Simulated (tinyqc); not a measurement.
# From amplitude back to period of the pattern

Model: rapid thermal processing of a wafer: radiative balance, ramp and cooling, pattern effects, pyrometer error and spike budget. Computed by tinyqc, a small Python program. Command: `OMP_NUM_THREADS=1 python tinyqc.py 3111764 3111765 out.jsonl rtp inv`. One thread of a shared host (Intel(R) Xeon(R) Processor @ 2.30GHz), about 0.04 s of CPU time with the checks.

The wafer is opaque and uniform through its thickness unless said otherwise; temperatures in formulas are in kelvin (C + 273.15). sigma = 5.670374419e-12 W/(cm^2 K^4).

Inputs (values chosen for the exercise, modelled on a hot silicon wafer):

| quantity | value | unit |
|---|---|---|
| wafer thickness d | 625 | micrometre |
| heat capacity per volume C | 2.02 | J/(cm^3 K) |
| thermal conductivity k | 0.26 | W/(cm K) |
| emissivity eps of each face | 0.59 | - |
| reflectivity of the chamber walls r | 0.42 | - |
| gas heat-transfer coefficient h, both faces together | 3.9 | mW/(cm^2 K) |
| wall temperature T_w | 700 | K |
| process temperature | 1110 | C |
| ramp rate | 390 | K/s |
| relative change of absorptivity over a pattern | 9.5 | % |
| activation energy of the process E_a | 3.66 | eV |

Constants: k_B = 8.617333262e-05 eV/K.

Method:
- Effective emissivity between parallel grey plates: eps_eff = 1/(1/eps + 1/(1 - r) - 1). Loss per area q(T) = 2 eps_eff sigma (T^4 - T_w^4) + h (T - T_w).
- Absorbed power during a ramp = q(T) + C d x ramp rate; thermal time constant tau = C d/(dq/dT), dq/dT = 8 eps_eff sigma T^3 + h; natural cooling rate q/(C d); front-to-back difference under one-sided heating at the end of the ramp = (absorbed power) d/(2 k).
- At steady state a sinusoidal change of absorbed power of relative amplitude a and period p gives the temperature amplitude a q/(dq/dT + k d (2 pi/p)^2); healing length l = sqrt(k d/(dq/dT)); process change = E_a dT/(k_B T^2). Emissivity is taken as unchanged.

Question. A run gave the result below. Find the period of the pattern, known to lie between 1.8 and 4.5 mm.

amplitude = 0.1718743 K

Answer.

Each step takes the trial c = (a f_b - b f_a)/(f_b - f_a), f being the result less the target and a, b, c the logarithms of the listed values; c replaces end b, the old b replaces a if the sign of f changed, and otherwise f_a is halved.

Scan of the range:

| period of the pattern (mm) | amplitude (K) |
|---|---|
| 1.80 | 0.089465 |
| 2.10 | 0.121654 |
| 2.44 | 0.164025 |
| 2.85 | 0.223377 |
| 3.32 | 0.302400 |
| 3.86 | 0.407465 |
| 4.50 | 0.551354 |

False position (Illinois rule, in the logarithm of the input) inside the bracket:

| step | end a | end b | trial | amplitude (K) |
|---|---|---|---|---|
| 1 | 2.44000 | 2.85000 | 2.49064 | 0.170868 |
| 2 | 2.85000 | 2.49064 | 2.49708 | 0.171748 |
| 3 | 2.85000 | 2.49708 | 2.49869 | 0.171968 |
| 4 | 2.49708 | 2.49869 | 2.49800 | 0.171874 |
| 5 | 2.49869 | 2.49800 | 2.49800 | 0.171874 |

Amplitude rises at every point of a 13-point scan of the range (every second point is shown), so one value fits; it is bracketed by 2.44 and 2.85. Answer: period of the pattern = 2.498 mm.
